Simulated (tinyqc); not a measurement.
Where a fixed hold relaxes most: thermal stress and diffusional relaxation in a metal film: Coble and Nabarro-Herring creep, cooling and holds. Computed by tinyqc, a small Python program. Command: `OMP_NUM_THREADS=1 python tinyqc.py 3022538 3022539 out.jsonl creep walk`. One thread of a shared host (Intel(R) Xeon(R) Processor @ 2.30GHz), about 0.02 s of CPU time with the checks.

A thin film on a rigid substrate is stress-free at T0. Tension is positive and the film creeps linearly: d sigma/dt = -M (mismatch) dT/dt - sigma/tau.

Inputs (values chosen for the exercise, modelled on gold films on silicon):
```
quantity                           value        unit
biaxial modulus M                    131         GPa
expansion mismatch                  11.4      1e-6/K
atomic volume Omega                   17  angstrom^3
lattice prefactor D0             1.3e-05       m^2/s
lattice energy E                    1.83          eV
boundary prefactor (delta D_b)0  3.3e-16       m^3/s
boundary energy E_b                0.877          eV
grain size d                        0.79          um
stress-free temperature T0           250           C
hold temperature T                   210           C
hold time t                         0.01           h
```

Constants: k_B = 1.380649e-23 J/K; k_B = 8.617333262e-05 eV/K.

Method:
- Thermoelastic slope = M x mismatch; sigma_0 = slope x (T0 - T).
- Creep rate per stress: Nabarro-Herring 14 D Omega/(k_B T d^2), Coble (14 pi) delta D_b Omega/(k_B T d^3), with D = D0 exp(-E/(k_B T)), delta D_b = (delta D_b)0 exp(-E_b/(k_B T)); 1/tau = M x (sum of both)/2 (biaxial strain rate is half the uniaxial one).
- Temperatures in kelvin are T(C) + 273.15.
- For each hold temperature: sigma_0 = slope (T0 - T), relaxed stress sigma_0 (1 - exp(-t/tau)), initial rate sigma_0/tau. In confined lines the relaxed part appears as void volume.

thermoelastic slope = 1.4934 MPa/K

Holds:
```
T (C)  sigma_0 (MPa)     tau (h)  relaxed (MPa)  initial rate (MPa/h)
25           336.015  2.3280e+04     1.4434e-04            1.4434e-02
50           298.680  1.7992e+03     1.6600e-03            1.6600e-01
75           261.345  2.0197e+02     1.2939e-02            1.2940e+00
100          224.010  3.0539e+01     7.3339e-02            7.3351e+00
125          186.675  5.8787e+00     3.1727e-01            3.1754e+01
150          149.340  1.3800e+00     1.0783e+00            1.0822e+02
175          112.005  3.8205e-01     2.8937e+00            2.9317e+02
200           74.670  1.2150e-01     5.8995e+00            6.1456e+02
225           37.335  4.3465e-02     7.6732e+00            8.5897e+02
```

What follows from these numbers?

The relaxed stress peaks at 225 C among these rows. The initial rate peaks about k_B T^2/E_b = 27 K below T0 when boundaries dominate; its largest row is 225 C. Caution: dislocation glide would cap stresses above the yield stress; capping layers can block the surface and boundary paths, and threshold stresses are ignored.

Extremes, crossings and ranges named in words are read from the listed rows.
